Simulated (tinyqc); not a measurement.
Delta-doped HEMT, charge control: one step of the calculation.

A two-dimensional electron gas of density ns under a barrier. EF and the subbands are counted from the conduction-band edge of the channel at the interface. Two subbands of a triangular well with an infinite wall, parabolic band, no carriers in the barrier.

Question. Barrier and off voltage. Fully depleted barrier with eb = ebr: Vp = q ND (d - ds)/(eps0 eb); donors per area ND; Voff = phiB - dEc - Vp.

Inputs (values chosen for the exercise); material values close to those of AlGaAs on GaAs:

| symbol | value | unit | meaning |
|---|---|---|---|
| d | 16 | nm | barrier thickness from gate to channel |
| ds | 2.2 | nm | undoped spacer next to the channel |
| ebr | 12.1 |  | relative permittivity of the barrier |
| phiB | 0.981 | eV | barrier height of the gate |
| dEc | 0.236 | eV | conduction-band offset |
| ND | 2.6e12 | cm^-2 | sheet density of the donor plane at ds from the channel |

Constants: q = 1.602176634e-19 C, eps0 = 8.8541878128e-14 F/cm where lengths are in cm. Results are converted to the units shown.

Find: Vp; donors per area; eb; Voff.

Answer.

Vp = 0.53657 V
donors per area = 2.6000e12 cm^-2
eb = 12.100
Voff = 0.20843 V

Computed by the program tinyqc: `OMP_NUM_THREADS=1 python tinyqc.py 2180033 2180034 out.jsonl`, one thread of a shared Intel Xeon 2.30GHz, about 0.01 s for the whole run.
